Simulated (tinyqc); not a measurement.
# Metal gate on a two-layer dielectric stack with fixed charge and a dipole: two studies

Gate, layer 2, layer 1, p-type semiconductor; x runs from the gate inwards. Charges are counted in units of +q. psi is the band bending at the surface, positive towards inversion. Classical charge, Boltzmann statistics, no interface traps.

Parameters, values chosen for the exercise; band and dielectric values close to those of germanium, layer 1 close to silicon nitride, layer 2 close to zirconium oxide: temperature T = 300 K; band gap Eg = 0.666 eV; relative permittivity eps_r = 15.7; conduction-band density of states at T Nc = 1.05e19 cm^-3; valence-band density of states at T Nv = 5.97e18 cm^-3; electron affinity chi = 3.96 eV; acceptor density Na = 4.8e16 cm^-3; work function of the gate metal pM = 4.74 eV; thickness of layer 1, next to the semiconductor t1 = 0.5 nm; relative permittivity of layer 1 e1 = 7.76; thickness of layer 2, next to the gate t2 = 2.4 nm; relative permittivity of layer 2 e2 = 24.1; fixed charge at the semiconductor interface Q1 = 5.7e11 cm^-2; fixed charge between the layers Q2 = 5.2e11 cm^-2; uniform charge density in layer 1 r1 = 0 cm^-3; uniform charge density in layer 2 r2 = 1.1e18 cm^-3; flat-band shift by a dipole layer between the layers Vd = 0 V.

Constants: q = 1.602176634e-19 C, kB = 1.380649e-23 J/K, Vt = kB T/q, eps0 = 8.8541878128e-14 F/cm where lengths are in cm. Results are converted to the units shown.

Each table varies one quantity; the others keep the values above.

## Flat band against the thickness t2

EOT = 3.9 (t1/e1 + t2/e2), Cox = eps0/(t1/e1 + t2/e2); phi_ms = pM - (chi + Eg - Vt ln(Nv/Na)). Vfb = phi_ms + Vd - (q/eps0) [Q1 (t1/e1 + t2/e2) + Q2 t2/e2 + r1 (t1^2/(2 e1) + t1 t2/e2) + r2 t2^2/(2 e2)]: each charge counts with its electrical distance from the gate. ni = sqrt(Nc Nv) exp(-Eg/(2 Vt)), Eg in volts, pB = Vt ln(Na/ni), Vth = Vfb + 2 pB + sqrt(4 q eps0 eps_r Na pB)/Cox.

Result of one run:

| t2 (nm) | EOT (nm) | Vfb (V) | Vth (V) |
|---|---|---|---|
| 2.3 | 0.62349 | 0.21104 | 0.62980 |

What becomes of these results when the thickness of layer 2, next to the gate t2 is changed from 2.3 to 6.1 nm, all else the same?

Result of the changed run:

| t2 (nm) | EOT (nm) | Vfb (V) | Vth (V) |
|---|---|---|---|
| 6.1 | 1.2384 | 0.16676 | 0.60203 |

The whole series:

| t2 (nm) | EOT (nm) | Vfb (V) | Vth (V) |
|---|---|---|---|
| 1 | 0.41311 | 0.22345 | 0.63656 |
| 2.3 | 0.62349 | 0.21104 | 0.62980 |
| 3.6 | 0.83386 | 0.19723 | 0.62164 |
| 4.9 | 1.0442 | 0.18203 | 0.61208 |
| 6.1 | 1.2384 | 0.16676 | 0.60203 |
| 7.4 | 1.4488 | 0.14887 | 0.58979 |
| 8.7 | 1.6592 | 0.12959 | 0.57615 |
| 10 | 1.8695 | 0.10891 | 0.56112 |

Vfb falls from 0.223 to 0.109 V and Vth falls from 0.637 to 0.561 V. The slope dVfb/dEOT is -59.0 mV/nm between the first two rows and -98.3 between the last two: the charge inside the growing layer bends the line. A line through the end rows meets EOT = 0 at 0.256 V, against phi_ms + Vd = 0.239 V; an effective work function read from it is off by 17.2 mV from pM.

## Flat band against the thickness t1

Same model as above.

Results:

| t1 (nm) | EOT (nm) | Vfb (V) | Vth (V) |
|---|---|---|---|
| 0.5 | 0.6397 | 0.2100 | 0.6292 |
| 1 | 0.8910 | 0.2034 | 0.6293 |
| 1.5 | 1.142 | 0.1967 | 0.6294 |
| 2 | 1.394 | 0.1901 | 0.6295 |
| 3 | 1.896 | 0.1768 | 0.6297 |
| 3.5 | 2.147 | 0.1702 | 0.6298 |
| 4 | 2.399 | 0.1635 | 0.6299 |

Estimate the missing row, t1 = 2.5 nm.

Computed row:

| t1 (nm) | EOT (nm) | Vfb (V) | Vth (V) |
|---|---|---|---|
| 2.5 | 1.645 | 0.1834 | 0.6296 |

With this row back in the table: Vfb falls from 0.210 to 0.164 V and Vth stays near 0.630 V. The slope dVfb/dEOT is -26.4 mV/nm between the first two rows and -26.4 between the last two: a straight line, set by the charge below the growing layer, which reads as 5.70e11 cm^-2. A line through the end rows meets EOT = 0 at 0.227 V, against phi_ms + Vd = 0.239 V; an effective work function read from it is off by -11.7 mV from pM.

Computed by the program tinyqc: `OMP_NUM_THREADS=1 python tinyqc.py 2010169 2010170 out.jsonl`, one thread of a shared Intel Xeon 2.30GHz, about 0.01 s for the whole run.
